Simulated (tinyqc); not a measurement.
Thin-film optics by transfer matrices: one step. Reflection and transmission. Five cases, with inputs chosen for the exercise.

Problem. Close the stack on the substrate.

Indices N = n + i k. Snell: N0 sin(theta) = N_j sin(theta_j), with Im(N_j cos theta_j) >= 0. Admittance y_j = N_j cos theta_j for s and N_j/cos theta_j for p. Phase delta_j = 2 pi N_j cos theta_j d_j/lambda. Layer matrix [[cos delta, -i sin delta/y], [-i y sin delta, cos delta]], multiplied from the top down to M. (B, C) = M (1, y_sub); r = (y0 B - C)/(y0 B + C), R = |r|^2, T = 4 Re y0 Re y_sub/|y0 B + C|^2, absorbed in the films 1 - R - T.

Case 1.

M:
```
                     1                    2
1  -1.013386-0.023048i  -0.014457-0.177440i
2  -0.031615-0.303045i  -0.933921+0.011382i
```

y_j: ambient 0.342020, film 1 1.335540, film 2 1.393894+0.025325i, substrate 0.259188+3.685169i

Case 2.

M:
```
                     1                    2
1  -1.006431-0.030483i  -0.115900-0.093063i
2  -0.321271-0.271434i  -1.006431-0.030483i
```

y_j: ambient 1.000000, film 1 1.682000+0.021000i, substrate 1.318000+2.963000i

Case 3.

M:
```
                    1                   2
1  0.026177+1.304034i  0.244583+1.094328i
2  0.064051+2.387645i  0.476795+1.234386i
```

y_j: ambient 1.018234, film 1 1.331319+0.025178i, film 2 1.531371+0.400645i, substrate 0.907268+2.343873i

Case 4.

M:
```
           1          2
1  -0.961761  0.044483i
2  0.465221i  -1.018242
```

y_j: ambient 1.000000, film 1 2.058000, film 2 1.497000, substrate 6.547000+2.586000i

Case 5.

M:
```
                     1                    2
1  -0.389064-0.022492i  -0.006235-0.665189i
2  -0.000125-1.301829i  -0.344582-0.001156i
```

y_j: ambient 0.500000, film 1 1.385625, film 2 1.434964+0.023359i, substrate 3.863129+0.042017i

Give: B, C; r; R; T into the substrate; absorbed in the films.

Solution.

Case 1.

B, C: -0.3632-0.1223i  -0.3156-3.7418i

r = -0.9706-0.0623i
R = 0.9460
T into the substrate = 0.0244
absorbed in the films = 0.0295

The bare substrate would reflect 0.9746.

Case 2.

B, C: -0.8834-0.4966i  -1.5574-3.2937i

r = -0.6026-0.2102i
R = 0.4073
T into the substrate = 0.2594
absorbed in the films = 0.3333

The bare substrate would reflect 0.6275.

Case 3.

B, C: -2.3169+2.8702i  -2.3966+4.6251i

r = -0.1637+0.0982i
R = 0.0364
T into the substrate = 0.0464
absorbed in the films = 0.9171

The bare substrate would reflect 0.5984.

Case 4.

B, C: -1.0768+0.2912i  -6.6664-2.1680i

r = -0.7545-0.1347i
R = 0.5875
T into the substrate = 0.4125
absorbed in the films = 0.0000

The bare substrate would reflect 0.5885.

Case 5.

B, C: -0.3852-2.5925i  -1.3312-1.3208i

r = -0.1962+0.3208i
R = 0.1414
T into the substrate = 0.8425
absorbed in the films = 0.0161

The bare substrate would reflect 0.5942.

Computed by tinyqc, one run a case: `OMP_NUM_THREADS=1 python tinyqc.py N N+1 out.jsonl` with N = 1681484, 1681505, 1681675, 1681722, 1681923; one thread of a shared Intel(R) Xeon(R) Processor @ 2.30GHz, about 0.01 s a run at most.
